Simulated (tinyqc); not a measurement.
Self-heating of a transistor with one or more fingers, with temperature-dependent conductivity: one step, computed by the program tinyqc. Command: `OMP_NUM_THREADS=1 python tinyqc.py 3019929 3019930 out.jsonl selfheat walk`. One thread of a shared host (Intel(R) Xeon(R) Processor @ 2.30GHz), about 0.07 s of CPU time with the checks.

N long parallel fingers lie on the top face of a slab whose bottom is held at T_0; the top is otherwise insulated, and heat flows in two dimensions. P in W/mm is 1000 P in W/m.

Question. Correction for the falling conductivity. Kirchhoff transformation for kappa = kappa_0 (T/T_0)^-m: T = T_0 [1 - (m - 1) theta/T_0]^(-1/(m - 1)), where theta is the linear rise. The bracket vanishes at the power P T_0/((m - 1) theta).

Inputs (values chosen for the exercise, modelled on gallium nitride): exponent m in kappa ~ T^-m = 1.48; base temperature T_0 = 323 K; power per gate width P = 0.94 W/mm.

Power: power rises with temperature.

largest theta = 19.88380 K

Give: peak temperature; true rise; true rise / linear rise; power at which the formula diverges.

Answer.

peak temperature = 343.83 K

true rise = 20.827 K

true rise / linear rise = 1.0475

power at which the formula diverges = 31.812 W/mm

The falling conductivity adds 4.7 % to the rise.
